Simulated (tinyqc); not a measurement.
# Charge needed for a dipole step

Two sheets of opposite charge dd apart with permittivity ei give the step D = q N dd/(eps0 ei).

Parameters, values chosen for the exercise:
- ei = 9.9 (relative permittivity inside the dipole layer)
- dd = 0.22 nm (thickness of the dipole layer)

Constants: q = 1.602176634e-19 C, eps0 = 8.8541878128e-14 F/cm where lengths are in cm. Results are converted to the units shown.

Charge needed for a dipole step:

| N (cm^-2) | D (V) | field (MV/cm) | moment (debye/nm^2, 1 D = 3.33564e-30 C m) |
|---|---|---|---|
| 1e12 | 0.0040211 | 0.18278 | 0.10567 |
| 2.7e12 | 0.010857 | 0.49350 | 0.28531 |
| 6.8e12 | 0.027344 | 1.2429 | 0.71856 |
| 1.7e13 | 0.068359 | 3.1072 | 1.7964 |
| 4.5e13 | 0.18095 | 8.2251 | 4.7552 |
| 1.1e14 | 0.44233 | 20.106 | 11.624 |
| 2.9e14 | 1.1661 | 53.006 | 30.644 |

D is proportional to N, 0.1 V for 2.49e13 cm^-2. The same sheet as an uncompensated charge under 1 nm of a dielectric of permittivity 3.9 would shift the flat band by 1.15 V, and that shift would grow with thickness, which a dipole step does not. For N = 1.1e14, 2.9e14 the field exceeds 20 MV/cm; it acts over one bond length, where the sheet picture is only a bookkeeping device.

Numbers from tinyqc (`OMP_NUM_THREADS=1 python tinyqc.py 2410061 2410062 out.jsonl`; about 0.01 s on one thread of a shared Intel Xeon 2.30GHz).
